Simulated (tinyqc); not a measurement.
Trap density from two Hall measurements.

Problem. p-type body, charge-sheet picture, full ionisation (an idealisation for deep acceptors), Boltzmann statistics for free electrons. e = Ec - EF at the surface. psi = Eg - Vt ln(Nv/Na) - e; N_dep = sqrt(2 eps0 eps_r Na (psi - Vt)/q); n_f = sqrt(N_dep^2 + 2 eps0 eps_r Vt Nc exp(-e/Vt)/q) - N_dep; Vg = Vfb + psi + q (N_dep + n_t + n_f)/Cox, Cox = eps0 eox/tox. Find e and n_t at both points and the mean trap density between them.

Values chosen for this exercise; band and dielectric values close to those of silicon: temperature T = 400 K; band gap Eg = 1.1 eV; relative permittivity eps_r = 11.6; conduction-band density of states at T Nc = 4.34e19 cm^-3; valence-band density of states at T Nv = 4.03e19 cm^-3; relative permittivity of the insulator eox = 3.9; insulator thickness tox = 28 nm; acceptor density Na = 3.4e15 cm^-3; flat-band voltage without trapped charge Vfb = -0.96 V.

Constants: q = 1.602176634e-19 C, kB = 1.380649e-23 J/K, Vt = kB T/q, eps0 = 8.8541878128e-14 F/cm where lengths are in cm. Results are converted to the units shown.

Vg (V): -0.18139229  0.015841430
free sheet density from the Hall effect (cm^-2): 1.0736746e10  6.0347962e10

Solution. Each n_f fixes e; what the gate voltage holds beyond psi, N_dep and n_f is trapped; the difference quotient is the density, smeared over a few Vt.

e (eV): 0.301  0.234
n_t (cm^-2): 8.38e10  1.24e11
mean trap density = 6.04e11 cm^-2 eV^-1

Computed by the program tinyqc: `OMP_NUM_THREADS=1 python tinyqc.py 2222146 2222147 out.jsonl`, one thread of a shared Intel Xeon 2.30GHz, about 0.02 s for the whole run.
